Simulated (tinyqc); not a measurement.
Inside a calculation. Model: reverse leakage of an n+-p junction: diffusion, generation, trap-assisted and band-to-band tunnelling.

Program tinyqc, `OMP_NUM_THREADS=1 python tinyqc.py 2290169 2290170 out.jsonl`; Intel Xeon 2.30GHz, shared host, one thread, about 0.01 s. Printed values are rounded.

One-sided abrupt junction in the depletion approximation, x from the junction (0) to W on the p side, field F = F0 (1 - x/W). Flat quasi-Fermi levels, long p side. Traps generate through SRH with both lifetimes shortened by 1 + Gamma (Hurkx enhancement, form for moderate fields); band-to-band generation is local and needs a total bending above Eg.

Values chosen for this exercise; band and dielectric values close to those of gallium arsenide:
- T = 400 K (temperature)
- Eg = 1.4 eV (band gap)
- eps_r = 12.7 (relative permittivity)
- Nc = 6.65e17 cm^-3 (conduction-band density of states at T)
- Nv = 1.4e19 cm^-3 (valence-band density of states at T)
- Na = 6.3e16 cm^-3 (acceptor density of the lighter side)
- Nd = 1e20 cm^-3 (donor density of the heavier side)
- tau = 3e-8 s (SRH lifetime of both carriers at zero field)
- Et = 0.13 eV (trap level above the intrinsic level)
- mt = 0.082 m0 (tunnelling mass)
- Dn = 10 cm^2/s (electron diffusion coefficient on the lighter side)
- Ab = 3.7e16 cm^-0.5 V^-2.5 s^-1 (band-to-band prefactor)
- Bb = 1.6e7 V/cm (band-to-band field constant)
- VR = 0.9 V (reverse bias)

Constants: q = 1.602176634e-19 C, kB = 1.380649e-23 J/K, hbar = 1.054571817e-34 J s, m0 = 9.1093837015e-31 kg, Vt = kB T/q, eps0 = 8.8541878128e-14 F/cm where lengths are in cm. Results are converted to the units shown.

Range of the model: The n+ side is degenerate, so Vbi from Boltzmann statistics is only a guide.

## Field, scales and diffusion current

ni = sqrt(Nc Nv) exp(-Eg/(2 Vt)), Eg in volts; Vbi = Vt ln(Na Nd/ni^2); W = sqrt(2 eps0 eps_r (Vbi + VR)/(q Na)); F0 = 2 (Vbi + VR)/W; FG = sqrt(24 mt m0 (kB T)^3)/(q hbar); J_diff = q ni^2 sqrt(Dn/tau)(1 - exp(-VR/Vt))/Na.

ni = 4.62235e9 cm^-3
Vbi = 1.38654 V
W = 225.712 nm
F0 = 202.607 kV/cm
FG = 325.226 kV/cm
J_diff = 9.92054e-13 A/cm^2

## Generation rates across the layer

u = (Vbi + VR)(1 - x/W)^2, p = Na exp(-u/Vt), n = Nd exp((u - Vbi - VR)/Vt); G0 = ni^2 (1 - exp(-VR/Vt))/(tau (n + p + 2 ni cosh(Et/Vt))); Gamma = 2 sqrt(3 pi)(F/FG) exp((F/FG)^2); trap-assisted part G0 Gamma; G_bb = Ab F^2.5 exp(-Bb/F) with F in V/cm, zero unless Vbi + VR > Eg, and counted as zero under 1 cm^-3 s^-1. 13 equal steps.

```
point	x (nm)	F (kV/cm)	Gamma	G0 (cm^-3 s^-1)	G0 Gamma (cm^-3 s^-1)	G_bb (cm^-3 s^-1)
0	0.000	202.607	5.63872	7.12205e6	4.01592e7	0
1	17.362	187.021	4.91457	1.30104e11	6.39407e11	0
2	34.725	171.436	4.27325	8.30206e14	3.54768e15	0
3	52.087	155.851	3.70188	3.54169e15	1.31109e16	0
4	69.450	140.266	3.18945	3.54473e15	1.13057e16	0
5	86.812	124.681	2.72652	3.54472e15	9.66475e15	0
6	104.175	109.096	2.30493	3.53981e15	8.15900e15	0
7	121.537	93.511	1.91754	2.88470e15	5.53153e15	0
8	138.900	77.926	1.55809	1.95153e14	3.04066e14	0
9	156.262	62.340	1.22098	6.02581e12	7.35738e12	0
10	173.625	46.755	0.901130	3.86750e11	3.48512e11	0
11	190.987	31.170	0.593895	5.43413e10	3.22730e10	0
12	208.350	15.585	0.294909	1.67390e10	4.93649e9	0
13	225.712	0.000	0	1.13048e10	0	0
```

## Current components

Each current is q times the trapezoid sum of its rate; J adds J_diff; J_bb under 1e-8 of the sum is given as 0.

J_SRH = 5.03157e-9 A/cm^2
J_TAT = 1.43629e-8 A/cm^2
J_bb = 0 A/cm^2
J = 1.93954e-8 A/cm^2

A fine grid gives J = 1.993e-8 A/cm^2; the coarse sum is 2.7 % below it. On the fine grid the largest part is trap-assisted tunnelling (74.3 %). The simple estimate q ni W/(2 tau cosh(Et/Vt)) is 2.50 times the fine-grid J_SRH of 5.124e-9 A/cm^2, since near both edges n or p is large enough to quench generation.
